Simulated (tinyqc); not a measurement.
Signal and retention of a DRAM cell: two steps of the calculation.

A stored one starts at Vd and leaks: Cs dV/dt = -I(V), I = a sqrt((V + Vb)/(Vd + Vb)) + b, with a = Ig exp[-(Eg1 q/kB)(1/T - 1/T0)] (generation in a depletion layer) and b = Is exp[-(Es q/kB)(1/T - 1/T0)]. The bit line is precharged to Vd/2, and charge sharing gives the signal (V - Vd/2) Cs/(Cs + Cb).

Parameters, values chosen for the exercise:
- Vd = 1.1 V (array voltage)
- Cs = 14 fF (cell capacitance)
- Cb = 41 fF (bit-line capacitance)
- dm = 35 mV (smallest signal that the sense amplifier resolves)
- Vb = 1.27 V (built-in plus back-bias voltage of the storage junction)
- Ig = 0.48 fA (junction leakage at V = Vd and T0)
- Is = 0.13 fA (voltage-independent leakage at T0)
- Es = 0.3 eV (activation energy of Is)
- T0 = 358 K (reference temperature)
- T = 358 K (temperature)
- Eg1 = 0.62 eV (activation energy of Ig)

Constants: q = 1.602176634e-19 C, kB = 1.380649e-23 J/K. Results are converted to the units shown.

Task 1. Signal and margin. The cell fails below Vc = Vd/2 + dm (Cs + Cb)/Cs.

Wanted: transfer ratio; signal of a fresh one; Vc; charge that may be lost; the same in electrons.

Result 1.

transfer ratio = 0.2545
signal of a fresh one = 140.0 mV
Vc = 0.6875 V
charge that may be lost = 5.775 fC
the same in electrons = 3.604e4

Task 2. Retention time. With s = sqrt((Vc + Vb)/(Vd + Vb)), the time from Vd to Vc is t = [2 Cs (Vd + Vb)/a] [1 - s - (b/a) ln((a + b)/(a s + b))].

Vc = 0.6875 V

Find: a; b; retention time; estimate with the current held at a + b.

Result 2.

a = 0.48000 fA
b = 0.13000 fA
retention time = 9.8182 s
estimate with the current held at a + b = 9.4672 s

Range of the model: Real arrays also hold a tail of unusually leaky cells and cells whose retention varies in time, which this model lacks.

Program tinyqc, `OMP_NUM_THREADS=1 python tinyqc.py 2130159 2130160 out.jsonl`; Intel Xeon 2.30GHz, shared host, one thread, about 0.01 s.
